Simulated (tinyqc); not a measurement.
The first four gaps: longitudinal sound in a periodic multilayer: transfer matrices, stop bands and folded phonons. Computed by tinyqc, a small Python program. Command: `OMP_NUM_THREADS=1 python tinyqc.py 3015226 3015227 out.jsonl multilayer walk`. One thread of a shared host (Intel(R) Xeon(R) Processor @ 2.30GHz), about 0.01 s of CPU time with the checks.

Layers 1 and 2 repeat with period d = d_1 + d_2; waves travel normal to the layers, without loss. State vector (u, s): displacement u and stress divided by omega. Impedances Z = rho v are in 1e6 kg/(m^2 s).

Inputs (values chosen for the exercise, modelled on gallium nitride (layer 1), aluminium nitride (layer 2) and gallium arsenide (substrate)):

| quantity | value | unit |
|---|---|---|
| density rho_1 | 6.14 | g/cm^3 |
| velocity v_1 | 8000 | m/s |
| thickness d_1 | 3.68 | nm |
| density rho_2 | 3.31 | g/cm^3 |
| velocity v_2 | 10800 | m/s |
| thickness d_2 | 5.05 | nm |
| substrate density | 5.23 | g/cm^3 |
| substrate velocity | 4690 | m/s |

Method:
- Z = rho v; interface reflection r = (Z_2 - Z_1)/(Z_2 + Z_1) (stress amplitude, from 1 into 2); Bragg frequency f_B = 1/[2 (d_1/v_1 + d_2/v_2)]; long-wave velocity v_eff = d/sqrt[(d_1/v_1)^2 + (d_2/v_2)^2 + (Z_1/Z_2 + Z_2/Z_1)(d_1/v_1)(d_2/v_2)].
- A layer maps (u, s) by [[cos p, sin p/Z], [-Z sin p, cos p]], p = 2 pi f d_i/v_i; one period is M = M_2 M_1, and cos(q d) = trace(M)/2.
- Gap m contains m f_B; its edges, where trace(M)/2 = (-1)^m, are found by root search. Weak-contrast estimate of the width: (4 f_B/pi) |r sin(m pi a)|, a = (d_1/v_1)/(d_1/v_1 + d_2/v_2).

Bragg frequency f_B = 539.030 GHz

Z_1 = 49.12

Z_2 = 35.748

interface reflection r = -0.157562

Stop bands (GHz):

| m | lower edge | upper edge | width | weak-contrast estimate |
|---|---|---|---|---|
| 1 | 484.7 | 593.3 | 108.58 | 108.13 |
| 2 | 1076.7 | 1079.5 | 2.78 | 2.78 |
| 3 | 1562.8 | 1671.3 | 108.51 | 108.06 |
| 4 | 2153.3 | 2158.9 | 5.56 | 5.56 |

With a = 0.496, gap 1 is the widest and gap 2 the narrowest: the layers are near a quarter wave each at f_B, so the even gaps almost close. The weak-contrast estimate misses the first width by -0.4 % at |r| = 0.16. Odd gaps open at the edge of the folded zone (q = pi/d), even ones at its centre. Caution: at these frequencies damping, strong in glasses, and rough interfaces, both left out here, can weaken the stop bands; layers only a few atoms thick are also beyond continuum acoustics.
